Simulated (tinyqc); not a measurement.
Worked calculation: inverse iteration on a symmetric matrix. Computed by tinyqc, a small Python program that keeps every step. Settings: method = inverse, shift = 0.19. Command: `OMP_NUM_THREADS=1 python tinyqc.py 28027 28028 out.jsonl` (the two numbers bound the seeds that draw the settings). One thread of a shared host (Intel(R) Xeon(R) Processor @ 2.60GHz), about 0.01 s of CPU time with the checks.

## Step 1

A:
$$\begin{pmatrix}
0.72400 & -0.70300 & 0.28800 & 0.17500 \\
-0.70300 & 1.27600 & -0.38100 & 0.82200 \\
0.28800 & -0.38100 & 2.22100 & 0.42600 \\
0.17500 & 0.82200 & 0.42600 & 2.88800
\end{pmatrix}$$

vector v at the start: [0.50000, 0.50000, 0.50000, 0.50000]

shift = 0.19000

solve (A - shift) w = v; v' = w/|w| with its largest component positive (the first on a tie); lambda = v'^T A v'.

vector after step 1: [0.73732, 0.61838, 0.02877, -0.27043]

Rayleigh quotient after step 1 = 0.10084

## Step 2

As before.

vector after step 2: [0.73901, 0.62682, 0.06160, -0.23910]

Rayleigh quotient after step 2 = 0.09500

## Course of the iteration

Stop when the residual |A v - lambda v| is below 1e-9.

Steps:
```
step     lambda  residual
1     0.1008411  1.33e-01
2     0.0949972  4.39e-03
3     0.0949902  1.68e-04
4     0.0949902  9.61e-06
5     0.0949902  7.94e-07
6     0.0949902  7.29e-08
7     0.0949902  6.82e-09
8     0.0949902  6.39e-10
```

all eigenvalues, for comparison: [0.09499, 1.20254, 2.51573, 3.29574]

Converged in 8 steps.
